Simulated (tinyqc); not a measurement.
Quasi-harmonic thermal expansion with mode Grueneisen parameters: one step, computed by the program tinyqc. Command: `OMP_NUM_THREADS=1 python tinyqc.py 3019405 3019406 out.jsonl qha walk`. One thread of a shared host (Intel(R) Xeon(R) Processor @ 2.30GHz), about 0.03 s of CPU time with the checks.

A crystal with two atoms a cell; per atom there are 1 transverse acoustic (TA), 1/2 longitudinal acoustic (LA) and 3/2 optical (O) modes. Every frequency of group i scales as nu_i (V/V0)^(-gamma_i). The acoustic groups have Debye spectra, density 3 nu^2/nu_i^3 up to nu_i (40 Gauss-Legendre points); the optical group has one frequency. Static energy: E = (9 V0 B0/16) [y^3 B' + y^2 (2 - 4 y)], y = (V0/V)^(2/3) - 1, with pressure P_s = (3 B0/2) (z^7 - z^5) [1 + (3/4)(B' - 4)(z^2 - 1)], z = (V0/V)^(1/3).

Task: Properties at the equilibrium volume. For a mode with x = h nu/(k_B T), n = 1/(exp(x) - 1): U = h nu (n + 1/2), C/k_B = x^2 n (n + 1); U_i and C_i sum these over group i with its weight per atom. Phonon pressure P_ph = sum_i gamma_i U_i/V. B_T = -V d(P_s + P_ph)/dV at fixed T (central difference, step 1e-4 V); alpha_V = sum gamma_i C_i k_B/(B_T V), all at V(T); the linear coefficient is alpha_L = alpha_V/3. C_P - C_V = alpha_V^2 B_T V T; the optical frequency is nu_O (V/V0)^(-gamma_O).

Inputs (values chosen for the exercise, modelled on zinc selenide):

| quantity | value | unit |
|---|---|---|
| static volume V0 | 22.8 | angstrom^3/atom |
| static bulk modulus B0 | 62.9 | GPa |
| static B' | 4.77 | - |
| frequency nu_TA | 2.04 | THz |
| frequency nu_LA | 5.2 | THz |
| frequency nu_O | 6.76 | THz |
| Grueneisen parameter gamma_TA | -1.1 | - |
| Grueneisen parameter gamma_LA | 1.1 | - |
| Grueneisen parameter gamma_O | 1.3 | - |
| temperature T | 800 | K |

Acoustic groups: Debye.

volume V(T) = 23.05603 angstrom^3/atom

Constants: h x 1 THz = 4.135667696 meV; k_B = 8.617333262e-05 eV/K; 1 eV/angstrom^3 = 160.2176634 GPa.

Give: volume change from V0; isothermal bulk modulus B_T; linear expansion coefficient; C_V; C_P - C_V; optical frequency at V(T).

Result:

volume change from V0 = 1.123 %

isothermal bulk modulus B_T = 60.34 GPa

linear expansion coefficient = 4.540 ppm/K

C_V = 2.977 k_B/atom

C_P - C_V = 0.01496 k_B/atom

optical frequency at V(T) = 6.663 THz
